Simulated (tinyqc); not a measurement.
Gate work function from the charge.

Inverse problem. For an undoped double gate, Q = 8 eps0 eps_r Vt beta tan(beta)/ts with 0 < beta < pi/2, and at the source (Vg - dphi)/(2 Vt) - ln[(2/ts) sqrt(2 eps0 eps_r Vt/(q ni))] = ln(beta) - ln(cos beta) + 2 r beta tan(beta), r = eps_r tox/(eox ts). Find beta and dphi.

Parameters, values chosen for the exercise; material values close to those of silicon:
```
symbol  value  unit                                      meaning
T         293     K                                  temperature
eps_r    11.5         relative permittivity of the semiconductor
eox      9.41        relative permittivity of the gate insulator
tox       2.8    nm                          insulator thickness
ts         12    nm                               body thickness
Vg       0.42     V                                 gate voltage
```

Constants: q = 1.602176634e-19 C, kB = 1.380649e-23 J/K, Vt = kB T/q, eps0 = 8.8541878128e-14 F/cm where lengths are in cm. Results are converted to the units shown.

Qs = 1.0062567 nC/cm^2
ni = 7.5026822e9 cm^-3

Answer. beta tan(beta) rises from 0 without bound on the interval, so the charge fixes beta; the second relation is then explicit in dphi.

beta = 0.07655
dphi = 0.08000 V

Program tinyqc, `OMP_NUM_THREADS=1 python tinyqc.py 2440065 2440066 out.jsonl`; Intel Xeon 2.30GHz, shared host, one thread, about 0.01 s.
